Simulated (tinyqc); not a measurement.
Worked calculation: grain growth, pinning, strength and diffusional creep of a polycrystal or thin film. Computed by tinyqc, a small Python program that keeps every step. Command: `OMP_NUM_THREADS=1 python tinyqc.py 3022326 3022327 out.jsonl grain walk`. One thread of a shared host (Intel(R) Xeon(R) Processor @ 2.30GHz), about 0.01 s of CPU time with the checks. Intermediate numbers are printed to about 6 digits and carried at full precision; extremes and crossings named in words are read from the listed rows.

One mean grain size d describes the structure.

Inputs (values chosen for the exercise, modelled on gold):

| quantity | value | unit |
|---|---|---|
| shear modulus G | 28.1 | GPa |
| Burgers vector b | 2.884 | angstrom |
| atomic volume Omega | 16.96 | angstrom^3 |
| boundary energy gamma | 0.35 | J/m^2 |
| mobility prefactor M0 | 6.9e-05 | m^4/(J s) |
| activation energy of boundary motion Q_m | 1.06 | eV |
| anneal temperature T | 440 | K |
| anneal time t | 2100 | s |
| initial grain size d0 | 180 | nm |
| particle volume fraction f | 0.00066 | - |
| particle radius r | 12 | nm |
| film thickness h | 100 | nm |
| surface energy gamma_s | 1.2 | J/m^2 |
| friction stress sigma_0 | 24 | MPa |
| Hall-Petch slope k_y | 0.079 | MPa m^0.5 |
| lattice diffusion energy Q_l | 1.76 | eV |
| boundary diffusion energy Q_b | 0.937 | eV |
| lattice prefactor D0 | 3e-05 | m^2/s |
| boundary prefactor delta D0b | 1.5e-14 | m^3/s |
| applied stress sigma | 190 | MPa |
| service temperature T_c | 463 | K |

Sample: thin film on a substrate.

Constants: k_B = 8.617333262e-05 eV/K; k_B = 1.380649e-23 J/K.

## Mobility and the sizes at which growth stops

M = M0 exp(-Q_m/(k_B T)). The driving pressure is 2 gamma/d. Zener pinning pressure 3 f gamma/(2 r) stops growth at d_Z = 4 r/(3 f). Grooves where boundaries meet the surface have the angle theta = arcsin(gamma/(2 gamma_s)) and are taken to stop growth at d_h = h/(2 theta), a few film thicknesses; the limit is 1/d_lim = 1/d_Z + 1/d_h.

mobility M = 4.98385e-17 m^4/(J s)

Zener size d_Z = 24242.4 nm

groove angle theta = 0.146355 rad

groove limit d_h = 341.634 nm

limit d_lim = 336.887 nm

The grooves set the tighter limit.

## Grain size after the anneal

dd/dt = 2 M gamma (1/d - 1/d_lim) integrates to 2 M gamma t = d_lim (d0 - d) + d_lim^2 ln[(d_lim - d0)/(d_lim - d)]; without pinning d^2 = d0^2 + 4 M gamma t.

size without pinning = 422.996 nm

grain size d = 274.795 nm

Pinning holds d to 65 % of the free value.

## Yield stress

Hall-Petch term k_y/sqrt(d). Orowan term 3.06 x 0.4 G b ln(2 rbar/b)/(pi lambda sqrt(1 - nu)) with nu = 1/3, rbar = sqrt(2/3) r, lambda = rbar (sqrt(pi/f) - 2). Film term (threading dislocation, matched substrate, the geometry of an fcc (111) film taken for all cases): 3.464 G b ln(2 h/b)/(4 pi (1 - nu) h). The terms are added to sigma_0.

Hall-Petch term = 150.703 MPa

Orowan term = 24.8541 MPa

film term = 219.206 MPa

yield stress = 418.764 MPa

The largest term is the film one. The anneal changed the Hall-Petch term from 186 to 151 MPa.

## Diffusional creep at T_c

Nabarro-Herring rate = 14 sigma Omega D_l/(k_B T d^2), D_l = D0 exp(-Q_l/(k_B T)); Coble rate = 14 pi sigma Omega delta D_b/(k_B T d^3), delta D_b = delta D0b exp(-Q_b/(k_B T)); they are equal at d_x = pi delta D_b/D_l.

Nabarro-Herring rate = 1.95011e-10 1/s

Coble rate = 0.00101290 1/s

crossover size d_x = 1.42730e+06 micrometre

time to 1 % strain = 9.87268 s

Boundary diffusion carries the creep, by a factor 5.2e6. Caution: sigma Omega is not small against k_B T, as the linear creep laws assume. Caution: T_c is above the anneal temperature, so the grains would go on growing in service.

## Strength against creep resistance

Hall-Petch term k_y/sqrt(d).

At T_c and sigma:

| d (nm) | Hall-Petch term (MPa) | Nabarro-Herring (1/s) | Coble (1/s) | time to 1 % (s) |
|---|---|---|---|---|
| 30 | 456.107 | 1.63619e-08 | 7.78446e-01 | 1.28461e-02 |
| 100 | 249.820 | 1.47257e-09 | 2.10181e-02 | 4.75781e-01 |
| 300 | 144.234 | 1.63619e-10 | 7.78446e-04 | 1.28461e+01 |
| 1000 | 79.000 | 1.47257e-11 | 2.10181e-05 | 4.75781e+02 |
| 3000 | 45.611 | 1.63619e-12 | 7.78446e-07 | 1.28461e+04 |
| 10000 | 24.982 | 1.47257e-13 | 2.10181e-08 | 4.75778e+05 |
| 100000 | 7.900 | 1.47257e-15 | 2.10181e-11 | 4.75748e+08 |

From 100 micrometre to 30 nm grains the Hall-Petch term grows 58 times, while the time to 1 % strain shrinks by 10.6 decades. Coble creep rules in 7 of the seven rows (d_x is a millimetre or more). Fine grains resist slip but creep fast. The Hall-Petch value at 30 nm is at the edge of that law, and in a film grains much larger than h lose atoms to the surfaces instead.

## Growth with time

The formulas are those given above.

At T:

| t (s) | free growth (nm) | pinned growth (nm) | d/d_lim |
|---|---|---|---|
| 4.9 | 180.95 | 180.441 | 0.535613 |
| 16 | 183.07 | 181.432 | 0.538554 |
| 49 | 189.26 | 184.310 | 0.547097 |
| 160 | 208.72 | 193.319 | 0.573841 |
| 490 | 258.05 | 215.397 | 0.639375 |
| 1600 | 379.52 | 261.583 | 0.776472 |
| 4900 | 611.79 | 313.479 | 0.930516 |
| 16000 | 1071.81 | 336.165 | 0.997858 |

The apparent exponent d ln d/d ln t of the pinned growth is at most about 0.16, below the ideal 1/2, and falls to 0.059 in the last rows: the initial size hides the law early and pinning hides it late.

Checks made by the program: d against numerical integration (relative difference 7e-10).
